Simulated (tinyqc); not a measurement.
# Threshold-voltage variability of a planar MOSFET, analytic estimates: what changes with what

Three independent sources add in quadrature: random dopants in the depleted layer, metal-gate grains of two orientations, and roughness of the two gate edges acting through the roll-off VT = VT(long) - Vr exp(-L/l). These are first-order estimates: no three-dimensional electrostatics, no percolation.

Inputs (values chosen for the exercise); material values close to those of silicon: temperature T = 300 K; band gap Eg = 1.11 eV; relative permittivity of the semiconductor eps_r = 11.5; conduction-band density of states at T Nc = 2.78e19 cm^-3; valence-band density of states at T Nv = 2.66e19 cm^-3; channel doping Na = 3.9e17 cm^-3; oxide-equivalent thickness in inversion ti = 1.6 nm; gate length L = 32 nm; gate width W = 82 nm; metal grain size G = 7 nm; work-function difference of the two grain orientations dW = 0.2 eV; share of the orientation of higher work function p = 0.6; rms roughness of one gate edge De = 1.7 nm; correlation length of the roughness La = 15 nm; decay length of the threshold roll-off l = 8.2 nm; prefactor of the roll-off Vr = 2 V.

Constants: q = 1.602176634e-19 C, kB = 1.380649e-23 J/K, Vt = kB T/q, eps0 = 8.8541878128e-14 F/cm where lengths are in cm. Results are converted to the units shown.

Each table varies one quantity; the others keep the values above.

## Effect of the metal grain size

ni = sqrt(Nc Nv) exp(-Eg/(2 Vt)), Eg in volts; Cox = 3.9 eps0/ti; Wd = sqrt(4 eps0 eps_r Vt ln(Na/ni)/(q Na)); dopants: s1 = (q/Cox) sqrt(Na Wd/(3 L W)). Grains: Ng = L W/G^2 (at least 1), s2 = dW sqrt(p (1 - p)/Ng). Edges, with exponential correlation and u = W/La: the mean gate length has sL^2 = 2 De^2 (2/u)[1 - (1 - exp(-u))/u]; s3 = sL (Vr/l) exp(-L/l). s = sqrt(s1^2 + s2^2 + s3^2). l and Vr are held fixed.

The same in every row: s1 (mV) = 12.128; s3 (mV) = 6.4768.

Effect of the metal grain size:

| G (nm) | s2 (mV) | s (mV) | s sqrt(L W) (mV um) |
|---|---|---|---|
| 2 | 3.8255 | 14.272 | 0.73106 |
| 3 | 5.7382 | 14.899 | 0.76318 |
| 5 | 9.5637 | 16.748 | 0.85793 |
| 7 | 13.389 | 19.191 | 0.98308 |
| 10 | 19.127 | 23.556 | 1.2067 |
| 14 | 26.778 | 30.102 | 1.5420 |
| 20 | 38.255 | 40.650 | 2.0823 |

What does the table show?

As G goes from 2 to 20 nm, s rises from 14.3 to 40.7 mV. The largest source is the dopants in the first row and the grains in the last. In every row the depletion depth exceeds L, so source and drain share much of the charge and s1 is rough.

## Effect of the channel doping

Same model as above.

l and Vr are held fixed.

The same in every row: s2 (mV) = 13.39; s3 (mV) = 6.477.

Effect of the channel doping:

| Na (cm^-3) | s1 (mV) | s (mV) | s sqrt(L W) (mV um) |
|---|---|---|---|
| 1.5e17 | 9.416 | 17.60 | 0.9017 |
| 2.6e17 | 10.89 | 18.44 | 0.9444 |
| 4.7e17 | 12.74 | 19.58 | 1.003 |
| 8.2e17 | 14.76 | 20.95 | 1.073 |
| 1.5e18 | 17.31 | 22.82 | 1.169 |
| 2.6e18 | 20.00 | 24.93 | 1.277 |
| 4.5e18 | 23.11 | 27.48 | 1.408 |
| 8e18 | 26.87 | 30.72 | 1.573 |

What does the comparison show?

As Na goes from 1.5e17 to 8e18 cm^-3, s rises from 17.6 to 30.7 mV. The largest source is the grains in the first row and the dopants in the last. s1 goes on average as Na^(0.26), near the 1/4 expected from Na Wd. For Na = 1.5e17 to 8.2e17 cm^-3 the depletion depth exceeds L, so source and drain share much of the charge and s1 is rough.

## Effect of the gate width

Same model as above.

l and Vr are held fixed.

Effect of the gate width:

| W (nm) | s1 (mV) | s2 (mV) | s3 (mV) | s (mV) | s sqrt(L W) (mV um) |
|---|---|---|---|---|---|
| 27 | 21.136 | 23.333 | 9.1400 | 32.783 | 0.96361 |
| 44 | 16.557 | 18.278 | 8.0459 | 25.941 | 0.97341 |
| 72 | 12.943 | 14.289 | 6.8078 | 20.446 | 0.98140 |
| 120 | 10.026 | 11.068 | 5.5380 | 15.927 | 0.98699 |
| 190 | 7.9676 | 8.7959 | 4.5154 | 12.698 | 0.99012 |
| 310 | 6.2377 | 6.8862 | 3.5932 | 9.9619 | 0.99219 |
| 500 | 4.9115 | 5.4222 | 2.8565 | 7.8538 | 0.99344 |
| 820 | 3.8353 | 4.2340 | 2.2440 | 6.1377 | 0.99423 |

What does the table show?

As W goes from 27 to 820 nm, s falls from 32.8 to 6.14 mV. The grains are the largest source in the first and the last row. The product s sqrt(L W) rises from 0.964 to 0.994 mV um: s1 and s2 go as 1/sqrt(L W), so the change comes from s3 alone. In every row the depletion depth exceeds L, so source and drain share much of the charge and s1 is rough.

Numbers from tinyqc (`OMP_NUM_THREADS=1 python tinyqc.py 2090082 2090083 out.jsonl`; about 0.03 s on one thread of a shared Intel Xeon 2.30GHz).
